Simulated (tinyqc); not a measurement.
Undoped symmetric double-gate MOSFET, analytic potential model: one step of the calculation.

An undoped body of thickness ts between two equal insulators and tied gates; long channel, electrons only, n = ni exp((psi - V)/Vt) with V the quasi-Fermi potential (0 at the source, Vd at the drain), constant mobility, no quantisation. Across the body psi(x) = V - 2 Vt ln[(ts/(2 beta)) sqrt(q ni/(2 eps0 eps_r Vt)) cos(2 beta x/ts)], x from the centre. Q is the electron charge per area of the whole body.

Problem. beta at the source by Newton steps in z = ln(tan beta). With V = 0, t = exp(z), beta = arctan(t): f = ln(beta) + (1/2) ln(1 + t^2) + 2 r beta t - (Vg - V0)/(2 Vt); with c = t/(1 + t^2), df/dz = c/beta + t c + 2 r t (c + beta); z(new) = z - f/(df/dz).

Inputs (values chosen for the exercise):
- T = 400 K (temperature)
- Vg = 0.46 V (gate voltage)

Constants: q = 1.602176634e-19 C, kB = 1.380649e-23 J/K, Vt = kB T/q. Results are converted to the units shown.

z at the start = -1
r = 0.10181416
V0 = 0.55349105 V

Wanted: beta; f; df/dz; z after iteration 1.

Solution.

beta = 0.35251
f = 0.40335
df/dz = 1.0891
z after iteration 1 = -1.3704

Numbers from tinyqc (`OMP_NUM_THREADS=1 python tinyqc.py 2440117 2440118 out.jsonl`; about 0.03 s on one thread of a shared Intel Xeon 2.30GHz).
